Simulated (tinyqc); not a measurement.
What each form factor does: empirical-pseudopotential levels.

Empirical pseudopotential on the fcc lattice, atoms at +/- tau, tau = a (1,1,1)/8, no spin-orbit coupling. H(G,G') = c (2 pi/a)^2 |k + G|^2 delta + VS(q) cos(q.tau) + i VA(q) sin(q.tau), q = G - G', c = hbar^2/2m0; k and G in units of 2 pi/a; VS at |q|^2 = 3, 8, 11 and VA at 3, 4, 11, in rydberg, zero elsewhere. The basis is fixed: all 65 G with |G|^2 up to Gcut. Energies are counted from the fourth level at Gamma.

Constants: hbar^2/2m0 = 3.80998211 eV angstrom^2; Ry = 13.60569312 eV.

Values chosen for the exercise (near those of Si; shifted at random, so the results belong to these values and not to a real crystal):
```
symbol  value   unit        meaning
a       5.443   angstrom    lattice constant
VS3     -0.213  Ry
VS8     0.038   Ry
VS11    0.082   Ry
VA3     0       Ry
VA4     0       Ry
VA11    0       Ry
Gcut    16      (2 pi/a)^2  largest |G|^2 of the fixed basis
```

Lowest empty singlet and triplet at Gamma and the valence width there (fixed basis); lowest empty level at X = (1,0,0) and L = (1/2,1/2,1/2) from the valence top, these levels and that top with all |k + G|^2 up to 21. Singlet and triplet count orbital degeneracy. VS3 is VS at |q|^2 = 3, and so on. The row for a keeps the form factors fixed, so it is no model of a real expansion, which changes them too.

One parameter was then changed.

Results before and after:
```
case,singlet (eV),triplet (eV),X (eV),L (eV),width (eV)
base,3.926,3.459,1.071,1.940,12.634
changed,3.863,3.603,1.315,2.039,12.581
```

Which of these changes was made? (a) VS3 = -0.223 Ry; (b) a = 5.497 angstrom; (c) VS8 = 0.028 Ry; (d) VA11 = 0.03 Ry; (e) VA4 = 0.03 Ry; (f) VA3 = 0.03 Ry; (g) VS11 = 0.072 Ry.

Answer: (a) VS3 = -0.223 Ry. Of the candidates, run in turn, only this one gives the changed row.

All candidates:
```
case,singlet (eV),triplet (eV),X (eV),L (eV),width (eV)
base,3.926,3.459,1.071,1.940,12.634
a = 5.497 angstrom,3.942,3.483,1.201,2.013,12.333
VS3 = -0.223 Ry,3.863,3.603,1.315,2.039,12.581
VS8 = 0.028 Ry,3.435,3.519,0.984,1.707,12.707
VS11 = 0.072 Ry,3.416,3.234,0.807,1.611,12.801
VA3 = 0.03 Ry,3.961,3.480,0.806,1.934,12.637
VA4 = 0.03 Ry,3.790,3.540,0.625,1.982,12.625
VA11 = 0.03 Ry,3.781,3.420,0.786,1.881,12.650
```

In a diamond crystal a small VA enters the levels at Gamma and L only in second order, by symmetry, but splits the degenerate pair at X in first order.

Computed by tinyqc, a small Python program: `OMP_NUM_THREADS=1 python tinyqc.py 1080285 1080286 out.jsonl` (the numbers bound the seed that draws the inputs); one thread of a shared host (Intel(R) Xeon(R) Processor @ 2.30GHz), about 0.3 s for the whole set of steps.
